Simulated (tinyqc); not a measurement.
Step height from the transmission.

Inverse problem. A single step up from edge 0 (mass mL) to edge U (mass mS) transmits T(E) = 4 vL vR/(vL + vR)^2 with v = k/m, k = sqrt(m (E - edge)/C), C = hbar^2/(2 m0). It is known that vR < vL. Find vR/vL and U.

Inputs (values chosen for the exercise):
- mL = 0.026 m0 (mass in the left lead)
- E = 1.542 eV (electron energy)
- mS = 0.12 m0 (mass beyond the step)

T(E) = 0.58766425

Solution. The reflection amplitude is sqrt(1 - T(E)) = (1 - y)/(1 + y) with y = vR/vL < 1, and y^2 = (E - U) mL/(E mS).

vR/vL = 0.2179
U = 1.204 eV

tinyqc, about 0.01 s, one thread, Intel Xeon 2.30GHz (shared host): `OMP_NUM_THREADS=1 python tinyqc.py 2560106 2560107 out.jsonl`
